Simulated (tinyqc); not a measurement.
Resistance of a tapered via with liner, size effect and interface: two steps of the calculation.

A round via whose diameter grows from db at the bottom as D(z) = db + 2 z/tan(ang). The fill, of diameter D - 2 tl, starts above the bottom liner (thickness fb tl) and has rho = rho0 (1 + ks lam/(D - 2 tl)); the sidewall liner conducts in parallel with it. The bottom liner and the interface are crossed over the full area pi db^2/4. Spreading in the lines above and below is left out.

Inputs (values chosen for the exercise); fill metal close to ruthenium: diameter at the bottom db = 28 nm; height hv = 82 nm; sidewall angle ang = 85 degrees; bulk resistivity of the fill rho0 = 7.88 uohm cm; mean free path of the fill lam = 6.48 nm; size-effect factor ks = 1.1; liner on the sidewall tl = 0.3 nm; liner at the bottom over that on the sidewall fb = 0.7; resistivity of the liner rl = 230 uohm cm; interface resistivity at the bottom ri = 1.5e-12 ohm cm^2; ballistic conductance per area, about 3/(4 rho0 lam) Sb = 1.5e15 S/m^2.

Task 1. Slices of the via. Slices between z0 = fb tl and hv, evaluated at their midpoints: conductance per length pi/4 [(D - 2 tl)^2/rho + (D^2 - (D - 2 tl)^2)/rl], slice resistance = slice height over that. 8 slices.

Wanted: z; D; rho; slice resistance.

Result 1.

| slice | z (nm) | D (nm) | rho (uohm cm) | slice resistance (ohm) |
|---|---|---|---|---|
| 0 | 5.3219 | 28.931 | 9.8626 | 1.5966 |
| 1 | 15.546 | 30.720 | 9.7448 | 1.3959 |
| 2 | 25.769 | 32.509 | 9.6403 | 1.2305 |
| 3 | 35.993 | 34.298 | 9.5468 | 1.0928 |
| 4 | 46.217 | 36.087 | 9.4628 | 0.97678 |
| 5 | 56.441 | 37.876 | 9.3868 | 0.87823 |
| 6 | 66.664 | 39.665 | 9.3178 | 0.79382 |
| 7 | 76.888 | 41.454 | 9.2549 | 0.72096 |

Task 2. Total resistance. R_fill = sum of the slices; R_bottom = rl fb tl/(pi db^2/4); R_interface = ri/(pi db^2/4); ballistic (Sharvin) limit 1/(Sb pi (db - 2 tl)^2/4); ideal cylinder rho0 hv/(pi db^2/4).

| slice | slice resistance (ohm) |
|---|---|
| 0 | 1.5965551 |
| 1 | 1.3958562 |
| 2 | 1.2305274 |
| 3 | 1.0927590 |
| 4 | 0.97677562 |
| 5 | 0.87823395 |
| 6 | 0.79381784 |
| 7 | 0.72096092 |

Wanted: parts; R; shares; ballistic limit; ideal cylinder.

Result 2.

parts (ohm): fill 8.685, bottom liner 0.7844, interface 0.2436
R = 9.713 ohm
shares (%): fill 89.42, bottom liner 8.08, interface 2.51
ballistic limit = 1.131 ohm
ideal cylinder = 10.49 ohm

The fill is the largest part, and R is 0.926 times the ideal cylinder. With 2000 slices R = 9.7211 ohm.

Computed by the program tinyqc: `OMP_NUM_THREADS=1 python tinyqc.py 2750099 2750100 out.jsonl`, one thread of a shared Intel Xeon 2.30GHz, about 0.01 s for the whole run.
